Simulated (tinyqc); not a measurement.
Inside a calculation: Wannier function of the lower band of a two-orbital chain. Values are carried at full precision from step to step, so a last printed digit may differ when a step is redone from the rounded ones.

H(k) = [[-d/2 - 2 ta cos k, -t1 - t2 exp(-ik)], [-t1 - t2 exp(ik), d/2 - 2 tb cos k]], k in 1/a, Bloch sums with exp(ikR) and without the positions inside the cell. Mesh k_j = 2 pi j/N. Projection gauge: each lower eigenvector u is multiplied by the phase that makes <trial|u> real and positive (the one-band case of Loewdin orthogonalisation). Wannier amplitudes w(R) = (1/N) sum_k exp(ikR) u(k); hoppings H(R) = (1/N) sum_k exp(-ikR) E(k).

Inputs chosen for the exercise: d = 0.43 eV (A at -d/2, B at +d/2); t1 = 1.1 eV (A-B in the cell); t2 = 0.34 eV (B to A of the next cell); ta = 0.07 eV (A-A between cells); tb = 0 eV (B-B between cells); N = 4 (k points); th = 70 degrees (trial orbital cos(th) A + sin(th) B in cell 0); xb = 0.41 a (position of B (A at 0)); a = 4.8 angstrom (period); kq = 2.66 1/a (point off the mesh).

## Bloch states in the projection gauge

Diagonalise at each mesh point and fix the phase.

Mesh:
```
j,E lower (eV),E upper (eV),u_A,u_B,|<trial|u>|
0,-1.5379,1.3979,0.77271,0.63476,0.8608
1,-1.1712,1.1712,0.75256-0.15947i,0.63628+0.05804i,0.8553
2,-0.7037,0.8437,0.77052,0.63741,0.8625
3,-1.1712,1.1712,0.75256+0.15947i,0.63628-0.05804i,0.8553
```

The projection is smallest at j = 1 and 3 (0.8553); the gauge is smooth as long as it stays away from zero.

## The Wannier function

w(R) = (1/N) sum_j exp(2 pi i j R/N) u_j, for the N cells nearest the origin; it is real.

Amplitudes:
```
R,on A,on B
-1,-0.0792,0.0284
0,0.7621,0.6362
1,0.0803,-0.0297
2,0.0095,-0.0001
```

norm = 1.0000

Cell 0 holds 98.6 % of the weight.

## Centre and spread in real space

Point-like orbitals at R (A) and R + xb (B): centre <x>, spread <x^2> - <x>^2.

centre in units of a = 0.167
centre in angstrom = 0.802
spread = 1.273 angstrom^2

## The same from overlaps (Marzari-Vanderbilt)

b = 2 pi/N; M_j = u_j^+ diag(1, exp(-i b xb)) u_(j+1), with u_N = u_0. Centre = -(1/2 pi) sum arg M_j; gauge-invariant part Omega_I = (1/(N b^2)) sum (1 - |M_j|^2); gauge-dependent part Omega_D = (1/(N b^2)) sum (arg M_j + b centre)^2.

Overlaps:
```
j,|M_j|,arg M_j (rad)
0,0.9857,-0.3481
1,0.8947,-0.1687
2,0.8947,-0.1687
3,0.9857,-0.3481
```

centre from overlaps = 0.165 a
Omega_I = 0.0462 a^2
Omega_D = 0.0033 a^2

The centre is the Berry phase over 2 pi and does not depend on the trial orbital (modulo a). Omega_D is 6.6 % of the total; in one dimension a gauge that spreads the phase evenly removes it. The total is 0.0494 a^2, against 0.0577 a^2 (centre 0.167 a) in real space on 96 cells.

## Hoppings and interpolation

H(R) = (1/N) sum_j E_j cos(2 pi j R/N) for R = 0 to N/2. Interpolation: E(k) = H(0) + 2 sum H(R) cos(kR), the term R = N/2 of an even mesh counted once.

H(0), H(1), ... (eV): -1.1460  -0.2086  0.0252

interpolated E(kq) = -0.7620 eV

The exact value is -0.7663 eV; the interpolation is off by +4.3 meV. Though the chain has short hoppings, the single band has longer ones, made by paths through the other orbital, which the tails of the Wannier function carry.

## Checks

- Centre from overlaps against the real-space centre on 200 points: both 0.1670.
- Omega_I + Omega_D against the real-space spread on 200 points: both 0.0577.

Program tinyqc; command `OMP_NUM_THREADS=1 python tinyqc.py 1482845 1482846 out.jsonl`; about 0.2 s on one thread of a shared Intel(R) Xeon(R) Processor @ 2.30GHz.
